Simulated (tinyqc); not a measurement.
## Landau coefficients from the transition

Question. u = a0 (T - T0) P^2 + be P^4 + ga P^6 (P in uC/cm^2, E in kV/cm, u in mJ/cm^3). Above the transition chi = Cw/(T - T0) with Cw = 1/(2 eps0 a0); at TC = T0 + be^2/(4 a0 ga) the polarisation jumps by sqrt(-be/(2 ga)). Find a0, be and ga.

Parameters, values chosen for the exercise: Curie-Weiss temperature T0 = 350 K.

Constants: eps0 = 8.8541878128e-14 F/cm where lengths are in cm. Results are converted to the units shown.

TC = 384.917355 K
jump of P at TC = 24.3086217 uC/cm^2
Curie constant = 5.13367758e5 K

Answer. The Curie constant gives a0. At TC both u = 0 and du/dP = 0, which give ga = al/P^4 and be = -2 al/P^2 with al = a0 (TC - T0).

a0 = 0.01100 kV cm/(uC K)
be = -0.001300 kV cm^5/uC^3
ga = 1.100e-6 kV cm^9/uC^5

Numbers from tinyqc (`OMP_NUM_THREADS=1 python tinyqc.py 2860024 2860025 out.jsonl`; about 0.01 s on one thread of a shared Intel Xeon 2.30GHz).
